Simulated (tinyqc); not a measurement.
From neighbour distance d back to repulsion A: Gupta-type many-body potential for a metal. Computed by tinyqc, a small Python program. Command: `OMP_NUM_THREADS=1 python tinyqc.py 3027689 3027690 out.jsonl gupta inv`. One thread of a shared host (Intel(R) Xeon(R) Processor @ 2.30GHz), about 0.02 s of CPU time with the checks.

E_i = sum_j A exp(-p (r_ij/r0 - 1)) - xi rho_i^gamma, with rho_i = sum_j exp(-2 q (r_ij/r0 - 1)); gamma = 1/2 is the tight-binding second-moment form. The crystal is fcc unless stated; d is the neighbour distance and a fixed number of shells is kept.

Inputs (values chosen for the exercise, modelled on silver): hopping xi = 1.22 eV; decay p = 11.3; decay q = 3.09; reference distance r0 = 2.889 angstrom; shells kept = 3; embedding exponent gamma = 0.5.

Constants: 1 eV/angstrom^3 = 160.2176634 GPa.

Method. fcc shells: d sqrt(k), k = 1..5, with 12, 6, 24, 12, 24 atoms; Omega = d^3/sqrt2. Equilibrium: dE/dd = 0; B = d^2 E''(d)/(9 Omega).

Problem. A run gave the result below. Find the repulsion A, known to lie between 0.073 and 0.17 eV.

neighbour distance d = 2.903903 angstrom

Solution.

Each step takes the trial c = (a f_b - b f_a)/(f_b - f_a), f being the result less the target and a, b, c the logarithms of the listed values; c replaces end b, the old b replaces a if the sign of f changed, and otherwise f_a is halved.

Scan of the range:
```
repulsion A (eV)  neighbour distance d (angstrom)
0.0730                                    2.77105
0.0840                                    2.82147
0.0968                                    2.87236
0.1110                                    2.92144
0.1280                                    2.97248
0.1480                                    3.02444
0.1700                                    3.07399
```

False position (Illinois rule, in the logarithm of the input) inside the bracket:
```
step     end a     end b     trial  neighbour distance d (angstrom)
1     0.096800  0.111000  0.105702                          2.90391
2     0.096800  0.105702  0.105698                          2.90390
3     0.105702  0.105698  0.105700                          2.90390
```

Neighbour distance d rises at every point of a 13-point scan of the range (every second point is shown), so one value fits; it is bracketed by 0.0968 and 0.111. Answer: repulsion A = 0.1057 eV.
